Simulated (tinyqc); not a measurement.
Solubility, supersaturation, precipitation and gettering of an impurity in a silicon-like host: one step, computed by the program tinyqc. Command: `OMP_NUM_THREADS=1 python tinyqc.py 3016280 3016281 out.jsonl ripen walk`. One thread of a shared host (Intel(R) Xeon(R) Processor @ 2.30GHz), about 0.01 s of CPU time with the checks.

The wafer was saturated at T1 and is then held at T.

Question. Growing precipitates. Growing sinks: with y = r/r_f and y0 = r0/r_f, dy/dt = (1 - y^3)/(3 tau_f y), which integrates to t/tau_f = F(y) - F(y0), F(y) = (1/2) ln[(1 + y + y^2)/(1 - y)^2] - sqrt(3) arctan[(2y + 1)/sqrt(3)]; the share of the excess left is (1 - y^3)/(1 - y0^3), and C(t) = C_eq + (C0 - C_eq) x share.

Inputs (values chosen for the exercise, for a model impurity):

| quantity | value | unit |
|---|---|---|
| temperature of saturation T1 | 1475 | K |
| anneal temperature T | 1175 | K |
| initial sink radius r0 | 17 | nm |
| anneal time t | 1200 | s |

final radius r_f = 26.66183 nm

tau_f = 111.1922 s

C_eq(T) = 8.598928e+15 1/cm^3

C0 = 3.261681e+17 1/cm^3

Give: radius at t; share of the excess left; C(t) with growing sinks.

Answer.

radius at t = 26.66 nm

share of the excess left = 2.933e-05

C(t) with growing sinks = 8.608e+15 1/cm^3

100.0 % of the excess has precipitated. Caution: the barrier to homogeneous nucleation is below 35 k_B T for these inputs, so new precipitates would form and outnumber the fixed sinks assumed here.
